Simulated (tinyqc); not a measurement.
Inside a calculation. Model: MOS capacitor with interface traps: C-V stretch-out, conductance peak and subthreshold swing. Computed by tinyqc, a small Python program that keeps every step. Command: `OMP_NUM_THREADS=1 python tinyqc.py 3008794 3008795 out.jsonl mostraps walk`. One thread of a shared host (Intel(R) Xeon(R) Processor @ 2.30GHz), about 0.01 s of CPU time with the checks. Intermediate numbers are printed to about 7 digits and carried at full precision; extremes and crossings named in words are read from the listed rows.

Energies at the interface are counted from the valence band. psi > 0 means bending towards depletion, so the surface potential is +psi. Boltzmann statistics, full ionisation, no quantum confinement. Traps are neutral when filled up to E_n, with a sharp (zero-temperature) occupation.

Inputs (values chosen for the exercise, for a model semiconductor):
```
quantity,value,unit
gap E_g,1.03,eV
electron mass m_e,0.269,m_0
valleys M_c,6,-
hole mass m_h,0.687,m_0
dielectric constant eps_s,14.4,-
doping N,8.4e+16,cm^-3
insulator constant eps_ox,4.02,-
insulator thickness t_ox,2,nm
work-function difference phi_ms,0.49,V
fixed charge N_f,5e+11,cm^-2
trap density D_0,3.7e+12,cm^-2 eV^-1
neutrality level E_n,0.671,eV
capture cross-section sigma,1e-15,cm^2
band bending towards depletion psi,0.19,V
temperature T,350,K
edge density D_1,6.6e+13,cm^-2 eV^-1
tail width w,0.065,eV
```

Substrate: p-type. Trap spectrum: U-shaped.

Constants: m_0 = 9.1093837015e-31 kg; k_B = 1.380649e-23 J/K; h = 6.62607015e-34 J s; k_B = 8.617333262e-05 eV/K; eps_0 = 8.8541878128e-12 F/m; e = 1.602176634e-19 C.

## Substrate and insulator

N_c = 2 M_c (2 pi m_e k_B T/h^2)^(3/2) and N_v = 2 (2 pi m_h k_B T/h^2)^(3/2), masses in units of m_0. n_i = sqrt(N_c N_v) exp(-E_g/2 k_B T); E_F = k_B T ln(N_v/N); phi_B = (k_B T/e) ln(N/n_i); L_D = sqrt(eps_s eps_0 k_B T/(e^2 N)); C_ox = eps_ox eps_0/t_ox.

k_B T = 0.03016067 eV

n_i = 8.383512e+11 cm^-3

bulk E_F = 0.1618924 eV

phi_B = 0.3472968 V

Debye length L_D = 16.90368 nm

C_ox = 1.779692 microF/cm^2

effective density of states of the majority band = 1.800642e+19 cm^-3

## Charges at the given band bending

With u = psi/k_B T and r = (n_i/N)^2: F = sqrt(exp(-u) + u - 1 + r (exp(u) - u - 1)); Q_s = -sign(u) sqrt(2) eps_s eps_0 (k_B T/e) F/L_D; C_s = (eps_s eps_0/(sqrt(2) L_D)) |1 - exp(-u) + r (exp(u) - 1)|/F; at high frequency, below strong inversion, the terms in r are dropped. D(E) = D_0 + D_1 [exp(-E/w) + exp(-(E_g - E)/w)]. E_F at the interface is E_s = E_F + psi; Q_it = -e int from E_n to E_s of D(E) dE; C_it = e D(E_s) (per volt); V_G = phi_ms + psi - (Q_s + Q_it + e N_f)/C_ox.

E_s = 0.3518924 eV

Q_s = -0.07407686 microC/cm^2

C_s = 0.2312170 microF/cm^2

C_s at high frequency = 0.2312170 microF/cm^2

D(E_s) = 3.995974e+12 cm^-2 eV^-1

Q_it = 0.1949328 microC/cm^2

C_it = 0.6402256 microF/cm^2

gate voltage V_G = 0.5670789 V

The traps hold positive charge because E_s lies below E_n.

## Capacitances, high-low extraction and swing

C_LF = [1/C_ox + 1/(C_s + C_it)]^-1; C_HF = [1/C_ox + 1/C_s(HF)]^-1; high-low estimate D = [(1/C_LF - 1/C_ox)^-1 - (1/C_HF - 1/C_ox)^-1]/e; stretch-out |dV_G/d psi| = 1 + (C_s + C_it)/C_ox; swing factor at this bending (the subthreshold swing when psi lies between phi_B and 2 phi_B) S = ln(10) (k_B T/e)(1 + (C_s(HF) + C_it)/C_ox).

C_LF = 0.5849946 microF/cm^2

C_HF = 0.2046314 microF/cm^2

high-low estimate of D = 3.995974e+12 cm^-2 eV^-1

stretch-out = 1.489659

swing factor S = 103.4531 mV/decade

The traps add 24.98 mV/decade to the swing, whose thermal limit is 69.4; psi is below phi_B, so S is not yet the subthreshold swing of a transistor.

## Conductance peak

v = sqrt(3 k_B T/m) with the majority mass; surface density n_s = N exp(-psi/k_B T); tau = 1/(sigma v n_s); for a continuum of levels G_p/omega = C_it ln(1 + omega^2 tau^2)/(2 omega tau), which peaks at omega tau = 1.98, the frequency 1.98/(2 pi tau); potential fluctuations are left out.

v = 1.521996e+07 cm/s

n_s = 1.543120e+14 cm^-3

trap time constant = 4.257816e-07 s

peak frequency = 740113.7 Hz

peak of G_p/omega = 0.2576083 microF/cm^2

The peak lies inside the usual window of 100 Hz to 1 MHz.

## The C-V curve with and without traps

C/C_ox = 1/(1 + C_ox/(C_s + C_it)) at low frequency; without traps C_it = Q_it = 0; the high-frequency column uses C_s(HF) alone.

Along the curve:
```
psi (V),E_s (eV),V_G (V),"V_G, no traps (V)",C_LF/C_ox,"C_LF/C_ox, no traps",C_HF/C_ox,D (cm^-2 eV^-1)
-0.0754,0.0864924,0.018019,0.316322,0.7525252,0.5321205,0.5321205,2.114415e+13
0.0151,0.1769924,0.274548,0.465995,0.5202835,0.2653584,0.2653584,8.035015e+12
0.1040,0.2658924,0.434530,0.577456,0.3814888,0.1555838,0.1555838,4.804587e+12
0.2030,0.3648924,0.586380,0.691267,0.3243278,0.1111328,0.1111328,3.943106e+12
0.3010,0.4628924,0.729061,0.800160,0.3050063,0.0909118,0.0909117,3.764029e+12
0.3990,0.5608924,0.869214,0.907205,0.2978616,0.0789375,0.0789336,3.760244e+12
0.4980,0.6598924,1.010244,1.014189,0.3004686,0.0708058,0.0707119,3.924744e+12
0.5960,0.7578924,1.152649,1.119368,0.3312049,0.0669465,0.0647126,4.703960e+12
0.6950,0.8568924,1.314109,1.226791,0.4661149,0.1116414,0.0600012,8.301986e+12
```

The same range of bending takes 1.296 V with traps and 0.910 V without: a stretch-out of 42.4 %. The minimum of C_LF/C_ox among these rows rises from 0.067 to 0.298. Fixed charge shifts both curves rigidly by -0.045 V, while the shift from trap charge changes sign where E_s passes E_n.

Checks made by the program: C_s against a finite difference of Q_s (relative difference 4e-10); C_it against a finite difference of Q_it (relative difference 3e-10).
